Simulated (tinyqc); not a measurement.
# Energy and delay of logic against supply voltage, step by step

Numbers from tinyqc (`OMP_NUM_THREADS=1 python tinyqc.py 2082193 2082194 out.jsonl`; about 0.01 s on one thread of a shared Intel Xeon 2.30GHz). Printed values are rounded.

One expression serves below and above threshold: I(Vg) = Ik [ln(1 + exp((Vg - VT + dd V)/(al nf Vt)))]^al, with I_on = I(V) and I_off = I(0). Gate delay td = kd C V/I_on, clock period LD td. Per gate and cycle the switching energy is act C V^2 and the leakage energy I_off V LD td. No short-circuit current, no variation. Minima are sought above 0.09 V; below a few Vt gates no longer switch and the model has no meaning.

Inputs (values chosen for the exercise); values of the order met in logic technologies:
- T = 300 K (temperature)
- VT = 0.22 V (threshold voltage at zero drain bias)
- nf = 1.44 (slope factor)
- dd = 0.03 (barrier lowering per volt of supply)
- Ik = 0.31 uA (specific current of a gate)
- al = 1.26 (exponent of the current law)
- C = 1.7 fF (load capacitance of a gate)
- kd = 1.1 (delay factor)
- LD = 20 (logic depth)
- act = 0.02 (activity factor)
- V = 0.51 V (supply voltage)

Constants: q = 1.602176634e-19 C, kB = 1.380649e-23 J/K, Vt = kB T/q. Results are converted to the units shown.

## Currents, delay and energies

I_on, I_off, td, clock frequency 1/(LD td), both energies and their sum.

I_on = 3.284705 uA
I_off = 1.258451 nA
td = 290.3457 ps
clock frequency = 0.1722085 GHz
switching energy = 8.843400 aJ
leakage energy = 3.726936 aJ
energy = 12.57034 aJ

I_on/I_off = 2610; leakage makes up 29.6 % of the energy.

## Starting value

V = 0.34 V.

V at the start = 0.34 V

## Iteration 1: new V

Minimum-energy supply: E(V) is the energy per gate and cycle; with h = 0.001 V, E' = (E(V + h) - E(V - h))/(2 h), E'' = (E(V - h) - 2 E(V) + E(V + h))/h^2, V(new) = V - E'/E''.

E' = 12.82581 aJ/V
E'' = 249.4003 aJ/V^2
V after iteration 1 = 0.2885734 V

## Iteration 2: new V

As before.

E' = -5.198417 aJ/V
E'' = 487.0146 aJ/V^2
V after iteration 2 = 0.2992474 V

## Iteration 3: new V

As before.

E' = -0.3750362 aJ/V
E'' = 418.7763 aJ/V^2
V after iteration 3 = 0.3001430 V

## Course of the iteration

Stop when the step is below 1e-9 V, or after 40 iterations.

Course of the iteration:
```
iteration	V before the step (V)	step (V)
1	0.34	-0.0514
2	0.2885734	0.0107
3	0.2992474	8.96e-4
4	0.3001430	5.61e-6
5	0.3001486	1.06e-10
```

Converged in 5 iterations. There leakage makes up 60.6 % of the energy and the clock runs at 67.8 MHz.
